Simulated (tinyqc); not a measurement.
# Trap density from the barrier height

Inverse problem. In a partly depleted grain with all boundary traps filled, 2 N W = Qt and VB = q N W^2/(2 eps0 eps_r). Find Qt, W and the doping at which VB would equal Vt.

Parameters, values chosen for the exercise: temperature T = 350 K; relative permittivity eps_r = 11.7.

Constants: q = 1.602176634e-19 C, kB = 1.380649e-23 J/K, Vt = kB T/q, eps0 = 8.8541878128e-14 F/cm where lengths are in cm. Results are converted to the units shown.

doping = 4.5e17 cm^-3
barrier height = 0.10997989 V

Answer. Eliminating W gives VB = q Qt^2/(8 eps0 eps_r N), which falls as 1/N.

Qt = 1.60e12 cm^-2
W = 17.8 nm
doping for VB = Vt = 1.64e18 cm^-3

Program tinyqc, `OMP_NUM_THREADS=1 python tinyqc.py 2830231 2830232 out.jsonl`; Intel Xeon 2.30GHz, shared host, one thread, about 0.01 s.
